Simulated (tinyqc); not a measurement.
Vacuum evaporation: vapour pressure, source flux, thickness distribution, purity and step coverage: one step, computed by the program tinyqc.

Molecular flow, unit sticking of the metal, no re-evaporation. The background gas is taken as water vapour (18.015 g/mol, collision diameter 0.37 nm) at 300 K.

Question. Vapour pressure and flux. log10(p_v/Pa) = A - B/T; flux from the surface Phi = p_v/sqrt(2 pi m k_B T), m = M u. Mass loss = Phi x area x m; heat of evaporation = ln(10) R B; d ln Phi/dT = ln(10) B/T^2 - 1/(2 T).

Inputs (values chosen for the exercise, modelled on aluminium, with constants for the liquid):

| quantity | value | unit |
|---|---|---|
| molar mass M | 26.98 | g/mol |
| vapour-pressure constant A | 10.92 | - |
| vapour-pressure constant B | 16160 | K |
| source temperature T | 1460 | K |
| source area | 1.4 | cm^2 |

Constants: u = 1.6605390666e-27 kg; k_B = 1.380649e-23 J/K; R = 8.314462618 J/(mol K).

Give: vapour pressure p_v; flux Phi; mass loss; heat of evaporation; change of flux per kelvin.

Answer.

vapour pressure p_v = 0.7104 Pa

flux Phi = 9.431e+17 1/(cm^2 s)

mass loss = 0.2129 g/h

heat of evaporation = 309.4 kJ/mol

change of flux per kelvin = 1.711 %/K

Holding the rate to 1 % needs the temperature to about 0.58 K.
